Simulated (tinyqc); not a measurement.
## Activation field and prefactor from two times

Inverse problem. Merz's law: tau = t0 exp(Ea d/V). Find Ea and t0.

Inputs (values chosen for the exercise):
```
symbol,value,unit,meaning
d,20,nm,film thickness
```

tau at V = 3.1 and 4.3 V (ns): 386.58042  53.348443

Answer. ln(tau) is linear in 1/V with slope Ea d.

Ea = 1.10e4 kV/cm
t0 = 0.320 ns

tinyqc, about 0.01 s, one thread, Intel Xeon 2.30GHz (shared host): `OMP_NUM_THREADS=1 python tinyqc.py 2860112 2860113 out.jsonl`
